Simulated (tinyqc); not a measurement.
Inside a calculation. Method: Pariser-Parr-Pople SCF with singles CI, for the molecule C=CC(=C)C=CCl (SMILES; centres numbered as the heavy atoms are written). One step of it, computed by the program tinyqc.

Problem. PPP integrals. Ohno: gamma = 14.399645/sqrt(R^2 + a^2), a = 2 x 14.399645/(gamma_rr + gamma_ss); H_rr = -W_r - sum_(s != r) z_s gamma_rs; H_rs = beta for bonds.

Centres (angstrom, eV; a flat drawing with bonds scaled to 1.40 angstrom):
```
centre,x,y,core charge z,W,gamma_rr
1C,2.125000,1.416000,1,11.740000,10.550000
2C,1.928000,0.030000,1,11.740000,10.550000
3C,0.630000,-0.493000,1,11.740000,10.550000
4C,0.434000,-1.879000,1,11.740000,10.550000
5C,-0.472000,0.370000,1,11.740000,10.550000
6C,-1.771000,-0.153000,1,11.740000,10.550000
7Cl,-2.873000,0.709000,2,29.710000,12.290000
```

Resonance integrals (eV):
```
i,j,beta
1,2,-2.390000
2,3,-2.390000
3,4,-2.390000
3,5,-2.390000
5,6,-2.390000
6,7,-1.650000
```

Give: repulsion gamma_rs; core matrix H.

Solution.

repulsion gamma_rs (eV), lower triangle:
```
,1C,2C,3C,4C,5C,6C,7Cl
1C,10.5500
2C,7.3649,10.5500
3C,5.1751,7.3663,10.5500
4C,3.6482,5.1761,7.3652,10.5500
5C,4.6231,5.1763,7.3655,5.1753,10.5500
6C,3.2606,3.6482,5.1747,4.6225,7.3638,10.5500
7Cl,2.7676,2.8742,3.6807,3.2842,5.2687,7.6454,12.2900
```

core matrix H (eV), lower triangle:
```
,1C,2C,3C,4C,5C,6C,7Cl
1C,-41.3471
2C,-2.3900,-46.2201
3C,0.0000,-2.3900,-51.5481
4C,0.0000,0.0000,-2.3900,-44.2957
5C,0.0000,0.0000,-2.3900,0.0000,-51.9813
6C,0.0000,0.0000,0.0000,0.0000,-2.3900,-51.1006
7Cl,0.0000,0.0000,0.0000,0.0000,0.0000,-1.6500,-55.2307
```
